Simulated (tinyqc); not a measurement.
Round or elliptic silicon nanowire with anisotropic valleys (Ritz method): one step. Lowest level in this basis. Five cases, with inputs chosen for the exercise.

Problem. Solve H p = E S p for the wire level; give E, the ratios p2/p1 and p3/p1, and H11/S11.

Case 1.

S:
```
              1         u^2         v^2
1    1.04719755  0.13089969  0.13089969
u^2  0.13089969  0.03926991  0.01308997
v^2  0.13089969  0.01308997  0.03926991
```

H (meV):
```
              1        u^2        v^2
1    371.992657  61.998776  61.998776
u^2   61.998776  76.260329   7.749847
v^2   61.998776   7.749847  32.237529
```

Case 2.

S:
```
              1         u^2         v^2
1    1.04719755  0.13089969  0.13089969
u^2  0.13089969  0.03926991  0.01308997
v^2  0.13089969  0.01308997  0.03926991
```

H (meV):
```
              1        u^2        v^2
1    154.813357  25.802226  25.802226
u^2   25.802226  31.031784   3.225278
v^2   25.802226   3.225278  14.122111
```

Case 3.

S:
```
              1         u^2         v^2
1    1.04719755  0.13089969  0.13089969
u^2  0.13089969  0.03926991  0.01308997
v^2  0.13089969  0.01308997  0.03926991
```

H (meV):
```
              1        u^2        v^2
1    120.640068  20.106678  20.106678
u^2   20.106678  15.096103   2.513335
v^2   20.106678   2.513335  20.090583
```

Case 4.

S:
```
              1         u^2         v^2
1    1.04719755  0.13089969  0.13089969
u^2  0.13089969  0.03926991  0.01308997
v^2  0.13089969  0.01308997  0.03926991
```

H (meV):
```
              1        u^2        v^2
1    202.828421  33.804737  33.804737
u^2   33.804737  14.579415   4.225592
v^2   33.804737   4.225592  44.578874
```

Case 5.

S:
```
              1         u^2         v^2
1    1.04719755  0.13089969  0.13089969
u^2  0.13089969  0.03926991  0.01308997
v^2  0.13089969  0.01308997  0.03926991
```

H (meV):
```
             1        u^2        v^2
1    76.446565  12.741094  12.741094
u^2  12.741094  11.305731   1.592637
v^2  12.741094   1.592637  10.991184
```

Give: E; ratios; one function.

Solution.

Case 1.

E = 335.4 meV

ratios: -0.24  -0.91

one function = 355.2 meV

The two added functions lower the level by 19.8 meV (5.6 %), mostly by narrowing the state along v, the direction in which the stretched ellipse is long.

Case 2.

E = 140.2 meV

ratios: -0.25  -0.82

one function = 147.8 meV

The two added functions lower the level by 7.6 meV (5.2 %), mostly by narrowing the state along v, the direction in which the stretched ellipse is long.

Case 3.

E = 110.9 meV

ratios: -0.49  -0.32

one function = 115.2 meV

The two added functions lower the level by 4.3 meV (3.8 %), mostly by narrowing the state along u, the direction in which the stretched ellipse is long.

Case 4.

E = 178.3 meV

ratios: -1.33  -0.21

one function = 193.7 meV

The two added functions lower the level by 15.4 meV (7.9 %), mostly by narrowing the state along u, the direction in which the stretched ellipse is long.

Case 5.

E = 70.4 meV

ratios: -0.38  -0.40

one function = 73.0 meV

The two added functions lower the level by 2.6 meV (3.6 %); the two ratios are close, as the stretched shape is nearly a circle.

Computed by tinyqc, one run a case: `OMP_NUM_THREADS=1 python tinyqc.py N N+1 out.jsonl` with N = 1280788, 1280880, 1280937, 1281108, 1281189; one thread of a shared Intel(R) Xeon(R) Processor @ 2.30GHz, about 0.06 s a run at most.
